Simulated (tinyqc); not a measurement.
# Thin-film resistivity, exact integral against the thick limit

Fuchs-Sondheimer for a film of thickness d, k = d/lam: rho0/rho = 1 - (3 (1 - ps)/(2 k)) int_1^infinity (t^-3 - t^-5)(1 - exp(-k t))/(1 - ps exp(-k t)) dt; thick limit rho/rho0 = 1 + 3 (1 - ps)/(8 k).

Values chosen for this exercise; metal values close to those of copper:
- rho0 = 1.71 uohm cm (bulk resistivity)
- lam = 40.6 nm (bulk mean free path)
- ps = 0 (specular share of surface scattering)

Thin-film resistivity, exact integral against the thick limit:

| d (nm) | k | rho/rho0, exact | thick limit | error of the limit (%) | rho (uohm cm) |
|---|---|---|---|---|---|
| 2 | 0.049261 | 7.8109 | 8.6125 | 10.3 | 13.357 |
| 3.9 | 0.096059 | 4.9112 | 4.9038 | -0.150 | 8.3982 |
| 7.6 | 0.18719 | 3.2195 | 3.0033 | -6.72 | 5.5054 |
| 15 | 0.36946 | 2.2139 | 2.0150 | -8.98 | 3.7857 |
| 29 | 0.71429 | 1.6490 | 1.5250 | -7.52 | 2.8199 |
| 56 | 1.3793 | 1.3300 | 1.2719 | -4.37 | 2.2744 |
| 110 | 2.7094 | 1.1582 | 1.1384 | -1.71 | 1.9805 |
| 210 | 5.1724 | 1.0781 | 1.0725 | -0.521 | 1.8436 |
| 410 | 10.099 | 1.0386 | 1.0371 | -0.138 | 1.7759 |

rho/rho0 falls from 7.81 to 1.04. The error of the thick limit goes from 10 through a minimum of -9.0 (at d = 15 nm among the rows listed) to -0.14 %; it stays within 5 % for k of 1.379 and above among the rows listed. The change of sign at small k is a crossing of two different laws, not agreement.

Program tinyqc, `OMP_NUM_THREADS=1 python tinyqc.py 2100160 2100161 out.jsonl`; Intel Xeon 2.30GHz, shared host, one thread, about 0.01 s.
